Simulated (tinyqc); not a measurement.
Field length and prefactor from two substrate currents.

Problem. For Em = (Vd - Vdsat)/l, Isub/Id = (Ai/Bi)(Vd - Vdsat) exp(-Bi l/(Vd - Vdsat)), and l = sqrt(3 tox xj). Find l, Ai and xj.

Inputs (values chosen for the exercise):
```
symbol,value,unit,meaning
tox,7.1,nm,oxide thickness
Bi,1.73,MV/cm,ionisation field
```

Isub/Id at Vd - Vdsat = 1.9 and 2.5 V: [0.0152177255, 0.0660372854]

Solution. ln[Isub/(Id (Vd - Vdsat))] is linear in 1/(Vd - Vdsat) with slope -Bi l.

l = 54.6 nm
Ai = 2.00e6 1/cm
xj = 140 nm

Program tinyqc, `OMP_NUM_THREADS=1 python tinyqc.py 2550105 2550106 out.jsonl`; Intel Xeon 2.30GHz, shared host, one thread, about 0.01 s.
